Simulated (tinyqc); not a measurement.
# Switching power and leakage at the onset of runaway

Problem. T = T0 + Rth P(T), P(T) = Pd + Pl (T/300 K)^2 exp[(q Ea/kB)(1/(300 K) - 1/T)]. At the onset of runaway the loop gain Rth dP/dT equals one as well. Find Pd and the critical Pl.

Inputs (values chosen for the exercise): ambient temperature T0 = 300 K; activation energy of the leakage Ea = 0.69 eV; thermal resistance Rth = 5.9 K/W.

Constants: q = 1.602176634e-19 C, kB = 1.380649e-23 J/K. Results are converted to the units shown.

temperature at the onset of runaway = 323.28748 K

Solution. With s = 2/T + q Ea/(kB T^2), unit gain means Rth (P - Pd) = 1/s; the heat balance then gives Pd, and the leakage term Pl.

Pd = 1.900 W
critical Pl = 0.2578 W

Numbers from tinyqc (`OMP_NUM_THREADS=1 python tinyqc.py 2520041 2520042 out.jsonl`; about 0.01 s on one thread of a shared Intel Xeon 2.30GHz).
